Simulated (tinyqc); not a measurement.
Isotype n-N heterojunction, non-linear Poisson equation by Newton steps, Boltzmann statistics: two steps of the calculation.

One dimension, material 1 (n-type) at x < 0 and material 2 (n-type) at x > 0. Band edges: Ec = -psi in material 1 and -psi + dEc in material 2, Ev = Ec - Eg. Equilibrium, Fermi level at 0. n = Nc F((EFn - Ec)/Vt), p = Nv F((Ev - EFp)/Vt), with F(eta) = exp(eta) (Boltzmann statistics); full ionisation, no interface charge, classical densities; the doping types are chosen for the exercise.

Values chosen for this exercise; band and dielectric values those of a made-up pair: temperature T = 300 K; band gap of material 1 Eg1 = 1.01 eV; relative permittivity of material 1 er1 = 11.1; conduction-band density of states of material 1 Nc1 = 2.51e19 cm^-3; valence-band density of states of material 1 Nv1 = 2.5e19 cm^-3; band gap of material 2 Eg2 = 0.81 eV; relative permittivity of material 2 er2 = 15.2; conduction-band density of states of material 2 Nc2 = 2.25e19 cm^-3; valence-band density of states of material 2 Nv2 = 9.03e18 cm^-3; conduction-band offset Ec2 - Ec1 dEc = 0.12 eV; donor density of material 1 N1 = 8.1e16 cm^-3; donor density of material 2 N2 = 8.6e16 cm^-3; bias of side 1 against side 2 V = 0 V.

Constants: q = 1.602176634e-19 C, kB = 1.380649e-23 J/K, Vt = kB T/q, eps0 = 8.8541878128e-14 F/cm where lengths are in cm. Results are converted to the units shown.

Task 1. Offsets and end potentials. dEv = Ev1 - Ev2 = Eg2 - Eg1 - dEc. Neutrality of the majority carriers far from the junction: Nc1 F(psi_L/Vt) = N1 and Nc2 F((V + psi_R - dEc)/Vt) = N2. Total bending psi_R - psi_L.

Find: dEv; psi_L; psi_R; psi_R - psi_L.

Result 1.

dEv = -0.32000 eV
psi_L = -0.14829 V
psi_R = -0.023916 V
psi_R - psi_L = 0.12438 V

The alignment is staggered (type II): dEc and dEv have opposite signs.

Task 2. Check against the first integral. Exact first integral: on each side D^2/(2 eps0 er) = G, G = q [Vt (nI_j - nI_b) + Vt (pI_j - pI_b) - C (psi_j - psi_b)], with C = +N1 or +N2, b the neutral end of that side, and nI, pI the densities themselves. D is continuous, so er1 G1(psi_j) = er2 G2(psi_j) fixes psi_j. Ends from Nc1 F(psi_L/Vt) = N1 and Nc2 F((V + psi_R - dEc)/Vt) = N2. D is counted positive when psi rises towards material 2.

Find: psi_j; D; psi_j - psi_L; psi_R - psi_j; Ec1 - EFn at the interface; Ec2 - EFn at the interface.

Result 2.

psi_j = -0.10280 V
D = 44.857 nC/cm^2
psi_j - psi_L = 0.045493 V
psi_R - psi_j = 0.078883 V
Ec1 - EFn at the interface = 0.10280 eV
Ec2 - EFn at the interface = 0.22280 eV

Material 2 takes 63.4 % of the bending.

Numbers from tinyqc (`OMP_NUM_THREADS=1 python tinyqc.py 2040007 2040008 out.jsonl`; about 0.01 s on one thread of a shared Intel Xeon 2.30GHz).
